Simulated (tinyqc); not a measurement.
Band bending at a free surface with a continuum of surface states, surface photovoltage and Kelvin probe: one step of the calculation.

n-type bulk, xi = Ec - EF = Vt ln(Nc/Nd), p0 = ni^2/Nd, ni = sqrt(Nc Nv) exp(-Eg/(2 Vt)), Eg in volts. b is the upward band bending, u = b/Vt. Space charge per area, in units of q: Qc = sign(b) sqrt((2 eps0 eps_r Vt/q) [(Nd + dn)(exp(-u) - 1) + Nd u + (p0 + dn)(exp(u) - 1)]), with dn the excess density under light (flat quasi-Fermi levels; 0 in the dark). The states hold -Ds (E0 - xi - b): negative while the Fermi level lies above the neutrality level. Neutrality: Qc + Qf + (charge of the states) = 0.

Problem. Work function and Kelvin-probe reading. Work function chi + xi + b; contact potential difference CPD = (work function of the sample) - pt. Depth of EF below Ec at the surface: xi + b. Depletion width Qc/Nd.

Values chosen for this exercise; band and dielectric values close to those of gallium arsenide: temperature T = 300 K; band gap Eg = 1.44 eV; relative permittivity eps_r = 13.1; conduction-band density of states at T Nc = 4.46e17 cm^-3; valence-band density of states at T Nv = 8.91e18 cm^-3; electron affinity chi = 4.09 eV; donor density Nd = 1.1e15 cm^-3; work function of the probe tip pt = 4.75 eV; depth of their neutrality level below the conduction edge E0 = 0.57 eV.

Constants: q = 1.602176634e-19 C, kB = 1.380649e-23 J/K, Vt = kB T/q, eps0 = 8.8541878128e-14 F/cm where lengths are in cm. Results are converted to the units shown.

converged b = 0.38939425 V

Wanted: xi + b; Qc; Qc/Nd; work function; CPD.

Solution.

xi + b = 0.54464 eV
Qc = 7.6093e10 cm^-2
Qc/Nd = 691.75 nm
work function = 4.6346 eV
CPD = -115.36 mV

The Fermi level lies 25.4 meV above the neutrality level.

Numbers from tinyqc (`OMP_NUM_THREADS=1 python tinyqc.py 2430088 2430089 out.jsonl`; about 0.01 s on one thread of a shared Intel Xeon 2.30GHz).
